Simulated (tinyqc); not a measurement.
# A barrier in a uniform field, exact transmission by Airy functions: effect of the width at fixed voltage

The left lead has its band edge at 0, the barrier edge falls as U(x) = U0 - F x with F = V/d for 0 < x < d, and the right lead has its edge at -V. No transverse momentum; C = hbar^2/(2 m0); psi and psi'/m are continuous. M carries (psi, psi'/m) across the barrier.

Energy scale e = (C F^2/m1)^(1/3), z(x) = (U(x) - E)/e, s = (dz/dx)/m1 = -F/(e m1); v = k/m in a lead. With a = Ai, a' = Ai', b = Bi, b' = Bi' at z1 (left edge) and z2 (right edge): M11 = pi (a2 b1' - b2 a1'), M12 = (pi/s)(b2 a1 - a2 b1), M21 = pi s (a2' b1' - b2' a1'), M22 = pi (b2' a1 - a2' b1). With M acting on (psi, psi'/m) and v = k/m in each lead, T(E) = 4 vL vR/[(vL vR M12 - M21)^2 + (vR M11 + vL M22)^2]. WKB: exp(-S), S = (4/(3 F)) sqrt(m1/C) [max(U0 - E, 0)^1.5 - max(U0 - F d - E, 0)^1.5].

Inputs (values chosen for the exercise); masses and offsets close to those of GaAs wells and AlGaAs barriers; the mass of the right lead is set freely: mass in the left lead mL = 0.068 m0; barrier edge at x = 0 U0 = 0.25 eV; mass in the barrier m1 = 0.091 m0; electron energy E = 0.034 eV; voltage across the barrier V = 0.08 V; mass in the right lead mR = 0.059 m0.

Constants: q = 1.602176634e-19 C, hbar = 1.054571817e-34 J s, m0 = 9.1093837015e-31 kg, hbar^2/(2 m0) = 0.0380998212 eV nm^2. Results are converted to the units shown.

Results:

| d (nm) | T(E), exact | exp(-S) | ratio |
|---|---|---|---|
| 3.6 | 0.02889 | 0.009485 | 3.046 |
| 4.7 | 0.006995 | 0.002285 | 3.061 |
| 5.9 | 0.001479 | 4.837e-4 | 3.057 |
| 7 | 3.554e-4 | 1.165e-4 | 3.050 |
| 9.3 | 1.807e-5 | 5.943e-6 | 3.040 |
| 10.4 | 4.347e-6 | 1.432e-6 | 3.036 |
| 11.5 | 1.046e-6 | 3.450e-7 | 3.033 |

Estimate the missing row, d = 8.1 nm.

Computed row:

| d (nm) | T(E), exact | exp(-S) | ratio |
|---|---|---|---|
| 8.1 | 8.548e-5 | 2.808e-5 | 3.044 |

With this row back in the table: The exact T(E) falls from 0.0289 to 1.05e-6, on average 0.562 decades a nanometre; WKB loses 0.562, the same in every interval because S is proportional to d at fixed V. The ratio lies between 3.03 and 3.06.

Program tinyqc, `OMP_NUM_THREADS=1 python tinyqc.py 2580039 2580040 out.jsonl`; Intel Xeon 2.30GHz, shared host, one thread, about 0.01 s.
